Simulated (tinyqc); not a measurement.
Inside a calculation. Model: electroplating on a thin resistive seed layer: kinetics, Wagner number and the terminal effect across a wafer. Computed by tinyqc, a small Python program that keeps every step. Command: `OMP_NUM_THREADS=1 python tinyqc.py 3121031 3121032 out.jsonl terminal walk`. One thread of a shared host (Intel(R) Xeon(R) Processor @ 2.30GHz), about 0.02 s of CPU time with the checks. Intermediate numbers are printed to about 5 digits and carried at full precision; extremes and crossings named in words are read from the listed rows.

Current enters the seed at the rim. The bath is treated as a local resistance per area (no lateral flow in the liquid), two electrons per ion, molar volume 7.11 cm^3/mol, Faraday constant F = e N_A, kinematic viscosity 0.01 cm^2/s, omega = 2 pi x rpm/60; k_B T/e is in volts.

Inputs (values chosen for the exercise, of the order of those for copper plating from an acid sulfate bath): wafer radius R = 10 cm; seed thickness t = 13 nm; seed resistivity = 9.8 microohm cm; bath conductivity kappa = 0.12 S/cm; gap to the anode h = 5 cm; extra resistance of a porous plate = 0 ohm cm^2; exchange current density i_0 = 0.025 mA/cm^2; cathodic transfer coefficient alpha = 0.73; mean current density = 5.3 mA/cm^2; diffusivity of the metal ion = 4.8e-06 cm^2/s; metal ion concentration = 0.82 mol/L; rotation rate = 200 rpm; temperature T = 298 K.

Constants: e = 1.602176634e-19 C; N_A = 6.02214076e+23 1/mol; k_B = 8.617333262e-05 eV/K.

## Rate, limit and resistances

Growth rate = i V_m/(2 F). Levich limit i_L = 0.62 x 2 F D^(2/3) omega^(1/2) nu^(-1/6) c. Tafel overpotential eta = (k_B T/(alpha e)) ln(i/i_0); kinetic resistance k_B T/(alpha e i); bath resistance h/kappa + plate; R_s = resistivity/t; Wagner number = kinetic resistance x kappa/R.

growth rate = 117.17 nm/min

limiting current i_L = 275.25 mA/cm^2

overpotential = 188.43 mV

kinetic resistance = 6.6373 ohm cm^2

bath resistance R_b = 41.667 ohm cm^2

sheet resistance R_s = 7.5385 ohm/square

Wagner number = 0.079647

## Linear estimate of the terminal effect

Linearised: with R_t = kinetic + bath resistance the current density obeys (1/r)(r i')' = i R_s/R_t, so i = A I_0(r/l), l = sqrt(R_t/R_s); with x = R/l, edge/centre = I_0(x) and edge/mean = x I_0(x)/(2 I_1(x)). Voltage drop in the seed for a uniform current: i R_s R^2/4.

length l = 2.5313 cm

x = R/l = 3.9505

edge over centre, linear = 10.829

edge over mean, linear = 2.2925

drop for uniform current = 998.85 mV

## Current distribution

Full model: seed potential phi(r) with (1/r)(r phi')' = R_s i, where i solves phi = R_b i + (k_B T/(alpha e)) ln(i/i_0) (phi being the driving voltage left at r); phi'(0) = 0 and phi'(R) = R_s i_mean R/2. Solved by collocation to a tolerance of 1e-7.

Across the wafer:
```
r/R   i (mA/cm^2)  i/mean  i/mean, linear
0.00        1.305  0.2463          0.2117
0.20        1.456  0.2747          0.2460
0.40        2.002  0.3777          0.3660
0.60        3.291  0.6209          0.6313
0.75        5.209  0.9829          1.0027
0.90        8.660  1.6340          1.6366
1.00       12.377  2.3352          2.2925
```

edge over centre, full model = 9.4826

The full model gives 9.48 against 10.8 from the linear form.

## As the film thickens, and with more bath resistance

The film is taken as uniform, with the seed resistivity; the last column adds 100 ohm cm^2 to R_b. Extra power of that plate = i^2 x 100 ohm cm^2 x area.

Edge over centre:
```
thickness (nm)  R_s (ohm/square)  as given  with 100 ohm cm^2 more
13.0                      7.5385    9.4826                  2.7247
19.5                      5.0256    5.5378                  2.0412
26.0                      3.7692    4.0082                  1.7424
39.0                      2.5128    2.7552                  1.4702
65.0                      1.5077    1.9394                  1.2707
130.0                     0.7538    1.4291                  1.1312
260.0                     0.3769    1.2047                  1.0646
```

extra power = 0.88247 W

The ratio falls below 1.1 in none of these rows as given, and from 260 nm on with the added resistance: what counts is R_s R^2 against the sum of kinetic and bath resistance.

Checks made by the program: mean of the distribution (relative difference 4e-07).
